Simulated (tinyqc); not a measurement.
Worked calculation: CCSD on RHF in the 6-31g basis, for H2, spin multiplicity 1. One step of it, computed by the program tinyqc.

Question. Integrals over molecular orbitals. (pq|rs) = sum C_ip C_jq C_kr C_ls (ij|kl), one index at a time.

coefficients C:
```
            MO1        MO2        MO3        MO4
1H 1s  0.317929   0.133459   0.790715  -1.080713
1H 2s  0.285591   1.582869  -0.689650   1.309676
2H 1s  0.317929  -0.133459   0.790715   1.080713
2H 2s  0.285591  -1.582869  -0.689650  -1.309676
```

core Hamiltonian H = T + V (hartree), lower triangle:
```
           1H 1s      1H 2s      2H 1s      2H 2s
1H 1s  -0.915254
1H 2s  -0.898107  -0.912835
2H 1s  -0.725246  -0.736385  -0.915254
2H 2s  -0.736385  -0.829341  -0.898107  -0.912835
```

Two-electron integrals (ij|kl) in chemists' order, unique and non-zero (hartree):
```
(11|11) 1.076566   (21|11) 0.578470   (21|21) 0.329423   (22|11) 0.587396
(22|21) 0.361304   (22|22) 0.453150   (31|11) 0.356794   (31|21) 0.203994
(31|22) 0.224062   (31|31) 0.158160   (32|11) 0.322255   (32|21) 0.196408
(32|22) 0.239099   (32|31) 0.159671   (32|32) 0.180713   (33|11) 0.627710
(33|21) 0.390468   (33|22) 0.486304   (33|31) 0.356794   (33|32) 0.422348
(33|33) 1.076566   (41|11) 0.422348   (41|21) 0.241469   (41|22) 0.266498
(41|31) 0.159671   (41|32) 0.157114   (41|33) 0.322255   (41|41) 0.180713
(42|11) 0.465448   (42|21) 0.288081   (42|22) 0.366398   (42|31) 0.195881
(42|32) 0.219306   (42|33) 0.465448   (42|41) 0.219306   (42|42) 0.314600
(43|11) 0.390468   (43|21) 0.242467   (43|22) 0.305815   (43|31) 0.203994
(43|32) 0.241469   (43|33) 0.578470   (43|41) 0.196408   (43|42) 0.288081
(43|43) 0.329423   (44|11) 0.486304   (44|21) 0.305815   (44|22) 0.403574
(44|31) 0.224062   (44|32) 0.266498   (44|33) 0.587396   (44|41) 0.239099
(44|42) 0.366398   (44|43) 0.361304   (44|44) 0.453150
```

Give: one-electron integrals over orbitals h = C^T H C; Two-electron integrals over orbitals.

Answer.

one-electron integrals over orbitals h = C^T H C (hartree), lower triangle:
```
         1        2        3       4
1  -1.2095
2   0.0000  -0.5618
3  -0.1600   0.0000  -0.1433
4   0.0000   0.2054   0.0000  0.1853
```

Two-electron integrals over orbitals (pq|rs), unique and non-zero (hartree):
```
(11|11) 0.6301    (21|21) 0.0861    (22|11) 0.4356    (22|22) 0.3888
(31|11) 0.1600    (31|22) 0.0540    (31|31) 0.1064    (32|21) -0.0143
(32|32) 0.0348    (33|11) 0.5259    (33|22) 0.3852    (33|31) 0.1199
(33|33) 0.4654    (41|21) -0.0803   (41|32) -0.0278   (41|41) 0.1318
(42|11) -0.1429   (42|22) -0.0585   (42|31) -0.0757   (42|33) -0.1030
(42|42) 0.0712    (43|21) -0.0912   (43|32) -0.0086   (43|41) 0.1247
(43|43) 0.1375    (44|11) 0.6412    (44|22) 0.4443    (44|31) 0.1952
(44|33) 0.5481    (44|42) -0.1679   (44|44) 0.7155
```
